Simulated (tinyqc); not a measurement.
Solubility, supersaturation, precipitation and gettering of an impurity in a silicon-like host: one step, computed by the program tinyqc.

The wafer was saturated at T1 and is then held at T.

Problem. Growing precipitates. Growing sinks: with y = r/r_f and y0 = r0/r_f, dy/dt = (1 - y^3)/(3 tau_f y), which integrates to t/tau_f = F(y) - F(y0), F(y) = (1/2) ln[(1 + y + y^2)/(1 - y)^2] - sqrt(3) arctan[(2y + 1)/sqrt(3)]; the share of the excess left is (1 - y^3)/(1 - y0^3), and C(t) = C_eq + (C0 - C_eq) x share.

Inputs (values chosen for the exercise, modelled on cobalt in silicon):

| quantity | value | unit |
|---|---|---|
| temperature of saturation T1 | 1375 | K |
| anneal temperature T | 1142 | K |
| initial sink radius r0 | 66 | nm |
| anneal time t | 15 | s |

final radius r_f = 107.1886 nm

tau_f = 59.26798 s

C_eq(T) = 3.956848e+13 1/cm^3

C0 = 5.172341e+15 1/cm^3

Give: radius at t; share of the excess left; C(t) with growing sinks.

Solution.

radius at t = 75.67 nm

share of the excess left = 0.8455

C(t) with growing sinks = 4.379e+15 1/cm^3

15.5 % of the excess has precipitated. Caution: the barrier to homogeneous nucleation is below 35 k_B T for these inputs, so new precipitates would form and outnumber the fixed sinks assumed here.
